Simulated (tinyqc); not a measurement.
Adding salt: a particle near a wafer in liquid: double-layer and van der Waals forces (DLVO), deposition barrier and removal. Computed by tinyqc, a small Python program. Command: `OMP_NUM_THREADS=1 python tinyqc.py 3110705 3110706 out.jsonl dlvo walk`. One thread of a shared host (Intel(R) Xeon(R) Processor @ 2.30GHz), about 0.01 s of CPU time with the checks.

Sphere and flat wall, Derjaguin approximation, constant potentials in the linear-superposition form, no retardation and no hydration force.

Inputs (values chosen for the exercise, of the order of those for alumina on silica in water): particle radius R = 290 nm; Hamaker constant A = 9.7e-21 J; potential of the particle psi_1 = -51 mV; potential of the wafer psi_2 = -48 mV; salt concentration c = 0.00062 mol/L; valence z of the symmetric salt = 1; temperature T = 293 K; dielectric constant of the liquid = 80.2.

Constants: e = 1.602176634e-19 C; N_A = 6.02214076e+23 1/mol; eps_0 = 8.8541878128e-12 F/m; k_B = 1.380649e-23 J/K; k_B = 8.617333262e-05 eV/K.

Method:
- kappa^2 = 2 z^2 e^2 N_A (1000 c)/(eps eps_0 k_B T); gamma_i = tanh(z e psi_i/(4 k_B T)); Z = 64 pi eps eps_0 (k_B T/(z e))^2 gamma_1 gamma_2.
- The barrier height is zero when U = 0 and F = 0 together: kappa h = 1 and kappa = 6 Z/(e A), e = 2.718282 here; c follows from kappa^2, with the potentials held fixed.
- U(h) = Z R exp(-kappa h) - A R/(6 h); F(h) = -dU/dh = kappa Z R exp(-kappa h) - A R/(6 h^2), positive for repulsion.
- F = 0 reads x^2 exp(-x) = y with x = kappa h and y = A kappa/(6 Z); the left side peaks at x = 2 with 4/e^2 = 0.5413, so roots exist for smaller y: x < 2 is the barrier, x > 2 the secondary minimum.
- kappa scales as sqrt(c); potentials are held fixed. A dash marks rows without a maximum.

critical concentration = 1.69451 mol/L

kappa = 0.0816883 1/nm

Z = 18.7673 pN

Against the concentration:
```
c (mol/L)  Debye length (nm)  barrier at (nm)  barrier (k_B T)  minimum at (nm)  minimum (k_B T)
1.69e-04              23.447           1.4663           1184.8       2.4066e+02      -4.3466e-01
1.69e-03               7.415           0.8461           1063.3       6.5294e+01      -1.5734e+00
1.69e-02               2.345           0.5000            855.2       1.7051e+01      -5.8624e+00
8.47e-02               1.047           0.3560            632.2       6.4116e+00      -1.5123e+01
3.39e-01               0.524           0.2766            374.2       2.6380e+00      -3.5214e+01
8.47e-01               0.331           0.2442            169.0       1.4017e+00      -6.3146e+01
1.53e+00               0.246           0.2344             25.3       8.9428e-01      -9.3885e+01
2.54e+00               0.191           0.2410            -99.3       5.7080e-01      -1.3501e+02
5.08e+00               0.135                -                -                -                -
```

What does the comparison show, and why?

At low salt the barrier tends to Z R = 1350 k_B T; it is half of that between 0.017 and 0.085 mol/L and changes sign at 1.7 mol/L, while the secondary minimum deepens to -94 k_B T at 0.9 of that. Caution: above about 1 mol/L the Debye length is of molecular size and surface potentials do not stay fixed, so this value is formal.

Extremes, crossings and ranges named in words are read from the listed rows.
